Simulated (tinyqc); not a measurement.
Voltage acceleration of oxide breakdown, four models on the same data: two steps of the calculation.

Field E = V/tox in MV/cm. Models: ln(t63/1 s) = a - c X with X = E (E model), -1/E (1/E model), ln V (power law, c the exponent n) or sqrt(E).

Inputs (values chosen for the exercise): oxide thickness tox = 4.3 nm; use voltage Vu = 2.6 V; stress temperature Ts = 423 K; use temperature Tu = 378 K; activation energy Ea = 0.49 eV; factor for area and percentile ks = 0.00018.

Constants: q = 1.602176634e-19 C, kB = 1.380649e-23 J/K. Results are converted to the units shown.

Problem 1. Fitting the models. The three stress times were made with the power model, c = 32, and are treated as data. For each model fit ln t63 on X by least squares over the three points.

```
stress  V (V)  t63 (s)
0        4.54    10540
1        5.28       84
2        5.82    3.724
```

Give: c; a; largest misfit in ln t63 (0: below 0.002).

Solution 1.

```
model        c        a  largest misfit in ln t63 (0: below 0.002)
E       2.6783   37.475                                    0.15679
1/E     379.57  -26.632                                    0.15143
power   32.001   57.678                                    0.00000
sqrt E  18.533   69.451                                    0.07787
```

The worst misfit of any model is 0.16 in ln t63, a factor of 1.17 in time, comparable to the scatter of t63 from small samples, so such data hardly tell the models apart.

Problem 2. Projection to use conditions. Project to Vu, multiply by exp[(Ea q/kB)(1/Tu - 1/Ts)] and by ks; ten years are 3.15576e8 s. The largest voltage for ten years solves the same relation for V.

```
model           c           a
E       2.6783064   37.474720
1/E     379.56696  -26.632312
power   32.000784   57.677775
sqrt E  18.532853   69.450587
```

Give: temperature factor; lifetime; largest voltage for ten years.

Solution 2.

temperature factor = 4.9546

```
model   lifetime (years)  largest voltage for ten years (V)
E               0.049328                             1.7472
1/E             1.4046e5                             3.0665
power             16.628                             2.6416
sqrt E           0.66323                             2.2996
```

The lifetimes span 6.45 decades, from the E model (most cautious) to the 1/E model; the allowed voltage spans 1.75 to 3.07 V. 2 of the four models pass ten years at Vu. Lifetimes beyond a thousand years are formal extrapolations.

Range of the model: All four laws are empirical fits; none is established far below the stress range.

tinyqc, about 0.01 s, one thread, Intel Xeon 2.30GHz (shared host): `OMP_NUM_THREADS=1 python tinyqc.py 2070107 2070108 out.jsonl`
